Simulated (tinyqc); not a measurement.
Which substrate gives the strongest standing wave: standing waves and exposure in a photoresist film.

Values chosen for the exercise: lam = 193 nm (vacuum wavelength); n1 = 1.679 (resist index); A = 0.13 1/micrometre (bleachable absorption (Dill A)); B = 1.18 1/micrometre (fixed absorption (Dill B)).

r12 = (N1 - Ns)/(N1 + Ns) with N1 = n1 + i (A + B) lam/(4 pi), lam in micrometres, and Ns = ns + i ks chosen for the exercise, each substrate thick; contrast 2|r|/(1 + |r|^2); the intensity at the interface relative to the forward wave is |1 + r12|^2.

Cases:
```
case            ns     ks
near Al      0.109  2.257
near Si      0.874  2.709
near polySi  1.017  2.224
near W       1.284  2.948
near Cu      0.972  1.429
```

Rank the cases by |r12|^2, lowest first.

Answer: near Cu, near polySi, near W, near Si, near Al.

Results:
```
case            ns     ks  |r12|^2  contrast  phase (degrees)  |1 + r12|^2
near Al      0.109  2.257   0.8910     0.998           -106.8        1.345
near Si      0.874  2.709   0.5641     0.960           -120.2        0.808
near polySi  1.017  2.224   0.4304     0.917           -113.1        0.917
near W       1.284  2.948   0.4962     0.942           -127.4        0.641
near Cu      0.972  1.429   0.2722     0.820            -92.0        1.236
```

The strongest reflector is the case near Al (0.891) and the weakest near Cu (0.2722). The intensity at the interface depends on the phase too: it is lowest for the case near W (0.641, phase -127 degrees) and highest for near Al (1.345); a strong reflector with a phase of 180 degrees would put a node there.

Run: tinyqc, `OMP_NUM_THREADS=1 python tinyqc.py 1681516 1681517 out.jsonl`; Intel(R) Xeon(R) Processor @ 2.30GHz, one thread, shared host; about 0.01 s of CPU time with all checks.
